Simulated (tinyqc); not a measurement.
Cahn-Hilliard equation on a periodic one-dimensional grid: one step, computed by the program tinyqc.

Free energy F = h sum_j [A (c_j^2 - 1)^2/4 + (kappa/2) ((c_(j+1) - c_j)/h)^2]; dc/dt = Lap(mu), mu = A (c^3 - c) - kappa Lap(c), Lap(y)_j = (y_(j+1) - 2 y_j + y_(j-1))/h^2, mobility 1; the grid has n = 12 points.

Task: Linear stability. f'' = A (3 c0^2 - 1). Mode m has lambda_m = (4/h^2) sin^2(pi m/n) and the rate w_m = -lambda_m (f'' + kappa lambda_m). In the continuum the fastest wavelength is 2 pi sqrt(2 kappa/|f''|) with the rate f''^2/(4 kappa). Explicit steps near c = +-1, where f'' = 2A, are stable for dt < 2/(16 kappa/h^4 + 8 A/h^2).

Inputs (values chosen for the exercise, in reduced units):
```
quantity                    value  unit
spacing h                    0.93     -
well depth A                  1.2     -
gradient coefficient kappa    1.1     -
mean composition c0          0.24     -
```

Give: f''; Modes of the grid; fastest wavelength; largest rate; explicit limit of dt.

Result:

f'' = -0.99264

Modes of the grid:
```
m  lambda_m     w_m
1     0.310    0.20
2     1.156   -0.32
3     2.312   -3.59
4     3.469   -9.79
5     4.315  -16.20
6     4.625  -18.94
```

fastest wavelength = 9.354

largest rate = 0.2239

explicit limit of dt = 0.05776
